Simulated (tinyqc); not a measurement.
# Capacitance measurement on a leaky thin oxide: effects of series resistance and leakage: what changes with what

The device is a capacitance C in parallel with a leakage conductance G, in series with Rs and Ls. An impedance meter reports either a parallel pair (Cp, Gp) from Y = 1/Z = Gp + i w Cp or a series pair (Cs, Rm) from Z = Rm + 1/(i w Cs); w = 2 pi f, dissipation D = Gp/(w |Cp|).

Parameters, values chosen for the exercise; values of the order met in thin-oxide MOS capacitors:
- eox = 22 (relative permittivity of the gate insulator (close to hafnium oxide))
- tox = 4.8 nm (insulator thickness)
- A = 2500 um^2 (gate area)
- zc = 0.39 nm (oxide-equivalent thickness added by the accumulation layer)
- zp = 0 nm (oxide-equivalent thickness added by gate depletion)
- Jg = 0.082 A/cm^2 (gate leakage current density, not matched to the thickness)
- Vs = 0.41 V (voltage for an e-fold rise of the leakage)
- Rs = 54 ohm (series resistance)
- Ls = 0 nH (series inductance)
- f = 1e6 Hz (measuring frequency)

Constants: eps0 = 8.8541878128e-14 F/cm where lengths are in cm. Results are converted to the units shown.

Each table varies one quantity; the others keep the values above.

## Readings against frequency

EOT = 3.9 tox/eox; CET = EOT + zc + zp; C = 3.9 eps0 A/CET; G = Jg A/Vs. Z = Rs + i w Ls + 1/(G + i w C); CET read from Cp = 3.9 eps0 A/Cp; errors under 0.001 % are printed as 0.

The same in every row: C (pF) = 69.57.

Readings against frequency:
```
f (Hz)  Cp (pF)  Cs (pF)        D  error of Cp (%)  error of Cs (%)  CET read from Cp (nm)
1000      69.53     9172    11.44          -0.0540           1.31e4                  1.242
3000      69.53     1081    3.814          -0.0540             1450                  1.242
10000     69.53    160.6    1.144          -0.0540              131                  1.242
30000     69.53    79.68   0.3821          -0.0540             14.5                  1.242
1e5       69.53    70.48   0.1168          -0.0545             1.31                  1.242
3e5       69.53    69.67  0.04522          -0.0590            0.145                  1.242
1e6       69.49    69.58  0.03505           -0.110           0.0131                  1.242
3e6       69.18    69.57  0.07463           -0.552          1.45e-3                  1.248
1e7       65.86    69.57   0.2372            -5.33                0                  1.311
3e7       46.32    69.57   0.7085            -33.4                0                  1.864
```

What does the comparison show?

D goes from 11.4 through a minimum of 0.0350 (at f = 1e6 Hz among the rows listed) to 0.709; without inductance its minimum lies at f = sqrt(G (1 + G Rs)/Rs)/(2 pi C) = 6.96e5 Hz. The error of Cp goes from -0.0540 to -33.4 % and that of Cs from 13100 to 0 %; at low frequency Cp tends to C/(1 + G Rs)^2 and Cs grows as 1 + (G/(w C))^2. One of the two readings is within 2 % of C for f = 1000, 3000, 10000, 30000, 1e5, 3e5, 1e6, 3e6, 1e7, 3e7 Hz. For f = 1000, 3000, 10000 D exceeds 1, where the accuracy of real meters degrades in proportion to sqrt(1 + D^2).

## Effect of the series resistance

Same model as above.

The same in every row: C (pF) = 69.57; Cs (pF) = 69.58.

Result of one run:
```
Rs (ohm)  Cp (pF)        D  error of Cp (%)  error of Cs (%)  CET read from Cp (nm)
1           69.57  0.01188         -1.02e-3           0.0131                  1.241
```

What becomes of these results when the series resistance Rs is changed from 1 to 3 ohm, all else the same?

Result of the changed run:
```
Rs (ohm)  Cp (pF)        D  error of Cp (%)  error of Cs (%)  CET read from Cp (nm)
3           69.57  0.01275         -3.17e-3           0.0131                  1.241
```

The whole series:
```
Rs (ohm)  Cp (pF)        D  error of Cp (%)  error of Cs (%)  CET read from Cp (nm)
1           69.57  0.01188         -1.02e-3           0.0131                  1.241
3           69.57  0.01275         -3.17e-3           0.0131                  1.241
10          69.56  0.01581          -0.0119           0.0131                  1.241
30          69.54  0.02455          -0.0472           0.0131                  1.241
100         69.37  0.05516           -0.290           0.0131                  1.245
300         68.19   0.1426            -1.98           0.0131                  1.266
1000        57.92   0.4486            -16.7           0.0131                  1.490
3000        25.30    1.323            -63.6           0.0131                  3.412
```

As Rs goes from 1 to 3000, the error of Cp goes from -0.00102 to -63.6 %, that of Cs from 0.0131 to 0.0131 %, and D rises from 0.0119 to 1.32. The CET read from Cp goes from 1.24 to 3.41 nm against the true 1.24 nm. Rs does not enter the imaginary part of Z, so Cs does not depend on it. For Rs = 3000 D exceeds 1, where the accuracy of real meters degrades in proportion to sqrt(1 + D^2).

Numbers from tinyqc (`OMP_NUM_THREADS=1 python tinyqc.py 2022027 2022028 out.jsonl`; about 0.01 s on one thread of a shared Intel Xeon 2.30GHz).
